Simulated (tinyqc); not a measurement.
Inside a calculation. Model: Schottky diode by the thermionic emission-diffusion theory.

Numbers from tinyqc (`OMP_NUM_THREADS=1 python tinyqc.py 2640143 2640144 out.jsonl`; about 0.01 s on one thread of a shared Intel Xeon 2.30GHz). Printed values are rounded.

Metal on an n-type semiconductor with one parabolic valley; V > 0 is forward bias (metal positive). The band bends as a parabola over the depletion layer, by Vd = Vbi - V; no image force. Carriers drift and diffuse up to the interface and leave it with the velocity vR.

Values chosen for this exercise; band and dielectric values close to those of gallium nitride:
```
symbol,value,unit,meaning
T,300,K,temperature
me,0.199,m0,electron mass
eps_r,9.32,,relative permittivity
mun,300,cm^2/(V s),electron mobility
phi,0.85,eV,barrier height seen from the metal
Nd,7e15,cm^-3,donor density
V,0.14,V,bias
```

Constants: q = 1.602176634e-19 C, kB = 1.380649e-23 J/K, h = 6.62607015e-34 J s, m0 = 9.1093837015e-31 kg, Vt = kB T/q, eps0 = 8.8541878128e-14 F/cm where lengths are in cm. Results are converted to the units shown.

## Emission velocity

A* = 4 pi q me m0 kB^2/h^3 (times 1e-4 for A/(cm^2 K^2)); Nc = 2 (2 pi me m0 kB T/h^2)^1.5 (times 1e-6 for cm^-3); Vbi = phi - Vt ln(Nc/Nd); vR = A* T^2/(q Nc).

A* = 23.9145 A/(cm^2 K^2)
Nc = 2.22767e18 cm^-3
Vbi = 0.701020 V
vR = 6.03033e6 cm/s

vR equals sqrt(kB T/(2 pi me m0)).

## Diffusion velocity

LD = sqrt(eps0 eps_r Vt/(q Nd)), a = sqrt((Vbi - V)/Vt), D(a) = exp(-a^2) int_0^a exp(s^2) ds (Dawson), vD = mun Vt/(sqrt(2) LD D(a)). For large a, vD tends to mun times the surface field sqrt(2 q Nd (Vbi - V)/(eps0 eps_r)).

LD = 43.6139 nm
a = 4.65846
D(a) = 0.109999
vD = 1.14310e7 cm/s
mun times the surface field = 1.17151e7 cm/s

vD is 2.4 % below the large-a form.

## Current density

J = q Nc [vR vD/(vR + vD)] exp(-phi/Vt) [exp(V/Vt) - 1]. The quasi-Fermi level drops by Vt ln[(vR + vD)/(vD + vR exp(-V/Vt))] over the layer.

effective velocity = 3.94774e6 cm/s
J = 1.65768e-6 A/cm^2
J over the pure emission value = 0.654647
drop of the quasi-Fermi level over the layer = 10.8919 meV

Emission and diffusion both limit the current.
